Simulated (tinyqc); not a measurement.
Ground and coupling capacitance from two measurements.

Problem. A line has Cg to the planes and Cc to each of two neighbours. Find Cg, Cc, the load when both neighbours switch in antiphase, and the pulse on the line when it floats and both neighbours swing by Vx.

Values chosen for this exercise: swing Vx = 1 V.

capacitance with neighbours driven alike and with neighbours grounded (aF/um): [82, 262]

Answer. Driven alike, Cc carries no charge, which leaves Cg; grounded neighbours give Cg + 2 Cc, antiphase Cg + 4 Cc; a floating line divides the swing as 2 Cc/(Cg + 2 Cc).

Cg = 82.0 aF/um
Cc = 90.0 aF/um
load in antiphase = 442 aF/um
pulse = 0.687 V

tinyqc, about 1 s, one thread, Intel Xeon 2.30GHz (shared host): `OMP_NUM_THREADS=1 python tinyqc.py 2790140 2790141 out.jsonl`
